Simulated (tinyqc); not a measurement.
Spin coating of a resist or spin-on film: centrifugal thinning, evaporation and the final thickness (Emslie and Meyerhofer models): one step, computed by the program tinyqc. Command: `OMP_NUM_THREADS=1 python tinyqc.py 3112732 3112733 out.jsonl spincoat walk`. One thread of a shared host (Intel(R) Xeon(R) Processor @ 2.30GHz), about 0.1 s of CPU time with the checks.

A Newtonian film stays uniform over the wafer; solvent and solids have the same density and the concentration is uniform through the thickness.

Question. Rates. omega = 2 pi f/60; nu(c) = nu_s + k c^gamma; evaporation rate e = e0 sqrt(f/1000 rpm). Flow constant K = 2 omega^2/(3 nu(c0)); Reynolds number of the air omega R^2/nu_air with nu_air = 15 mm^2/s.

Inputs (values chosen for the exercise, of the order of those of a polymer resist in an ester solvent):

| quantity | value | unit |
|---|---|---|
| solids volume fraction c0 | 0.081 | - |
| kinematic viscosity of the solvent nu_s | 1.5 | mm^2/s |
| viscosity constant k | 770 | mm^2/s |
| viscosity exponent gamma | 2.7 | - |
| spin speed f | 5000 | rpm |
| evaporation rate at 1000 rpm e0 | 0.26 | micrometre/s |
| wafer radius R | 100 | mm |

Give: omega; nu(c0); evaporation rate e; flow constant K; Reynolds number of the air.

Answer.

omega = 523.60 1/s

nu(c0) = 2.3698 mm^2/s

evaporation rate e = 0.58138 micrometre/s

flow constant K = 0.077126 1/(micrometre^2 s)

Reynolds number of the air = 3.4907e+05

Caution: above a Reynolds number of about 3e5 the air flow near the rim turns turbulent, and evaporation is no longer uniform.
